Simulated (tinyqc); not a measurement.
Thin-film transistor with exponential tail and deep states, accumulation layer: one step of the calculation.

An undoped film in accumulation, thicker than the space-charge layer. With band bending psi the Fermi level lies E0 - psi below the band edge. Free electrons n = n0 exp(psi/Vt) carry the current; electrons in two exponential distributions of traps, a = a0 exp(psi/Va) and d = d0 exp(psi/Vp), do not. Linear regime, ohmic contacts, traps in equilibrium.

Task. Bulk densities. Va = kB Tt/q, Vp = kB Td/q; n0 = Nc exp(-E0/Vt), a0 = Nt th(T/Tt) exp(-E0/Va), d0 = Nd th(T/Td) exp(-E0/Vp), th(x) = pi x/sin(pi x).

Parameters, values chosen for the exercise; values close to those of an organic semiconductor: temperature T = 270 K; density of extended states Nc = 7.9e19 cm^-3; total density of tail states Nt = 8.8e19 cm^-3; characteristic temperature of the tail Tt = 440 K; total density of deep states Nd = 3.4e17 cm^-3; characteristic temperature of the deep states Td = 1100 K; bulk Fermi level below the band edge E0 = 0.68 eV.

Constants: q = 1.602176634e-19 C, kB = 1.380649e-23 J/K, Vt = kB T/q. Results are converted to the units shown.

Give: Va; Vp; th(T/Tt); n0; a0; d0.

Result.

Va = 0.037916 V
Vp = 0.094791 V
th(T/Tt) = 2.0575
n0 = 1.6027e7 cm^-3
a0 = 2.9450e12 cm^-3
d0 = 2.8834e14 cm^-3

Program tinyqc, `OMP_NUM_THREADS=1 python tinyqc.py 2610024 2610025 out.jsonl`; Intel Xeon 2.30GHz, shared host, one thread, about 0.02 s.
